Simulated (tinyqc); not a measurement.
Specific resistance of a metal-semiconductor contact and its transmission-line measurement: one step, computed by the program tinyqc.

The barrier is parabolic (depletion approximation), energies E are normal energies counted from the band edge in the neutral semiconductor (downwards for holes), and the bias is zero. xi is an input, held fixed when other inputs move.

Problem. Current crowding. Transmission-line model: transfer length L_T = sqrt(rho_c/R_sh); R_c = (R_sh L_T/W) coth(d/L_T). Limits: rho_c/(W d) for d << L_T, sqrt(rho_c R_sh)/W for d >> L_T.

Inputs (values chosen for the exercise, modelled on n-type silicon):

| quantity | value | unit |
|---|---|---|
| temperature T | 77 | K |
| sheet resistance R_sh | 100 | ohm |
| contact length d | 0.036 | micrometre |
| contact width W | 0.83 | micrometre |

Image-force lowering: included.

specific contact resistance rho_c = 1.364166e-07 ohm cm^2

Give: transfer length L_T; d/L_T; contact resistance R_c; R_c W; short-contact limit; long-contact limit.

Solution.

transfer length L_T = 0.36935 micrometre

d/L_T = 0.097470

contact resistance R_c = 457.99 ohm

R_c W = 380.13 ohm micrometre

short-contact limit = 456.55 ohm

long-contact limit = 44.500 ohm

The contact is short: the whole area carries current, and R_c scales as 1/d.
